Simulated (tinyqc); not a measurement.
Landau-Devonshire theory of a uniaxial ferroelectric: one step, computed by the program tinyqc.

G(P) = (alpha/2) P^2 + (beta*/4) P^4 + (gamma/6) P^6 - E P per volume, SI units, one domain, P along the polar axis.

Question. The 180-degree wall. With the term (g/2) (dP/dx)^2, (g/2) P'^2 = G(P) - G(Ps) across the wall: energy = int_(-Ps)^(Ps) sqrt(2 g [G(P) - G(Ps)]) dP (40 Gauss-Legendre points); width = 2 Ps over the slope at P = 0, sqrt(2 |G(Ps)|/g). Elastic coupling inside the wall is left out.

Inputs (values chosen for the exercise, for a model ferroelectric):
```
quantity                       value       unit
Curie-Weiss temperature T0       860          K
gamma                       7.18e+09  J m^9/C^6
temperature T                    391          K
gradient coefficient g         7e-10  J m^3/C^2
```

Sample: free crystal.

spontaneous polarisation Ps = 60.65603 microcoulomb/cm^2

alpha = -1.256920e+08 J m/C^2

beta* = -2.30e+09 J m^5/C^4

well depth G(Ps) = -41.35902 MJ/m^3

Give: wall energy; wall width.

Answer.

wall energy = 219.5 mJ/m^2

wall width = 3.529 nm

Caution: far below T0* the expansion with linear alpha(T) is only a fit.
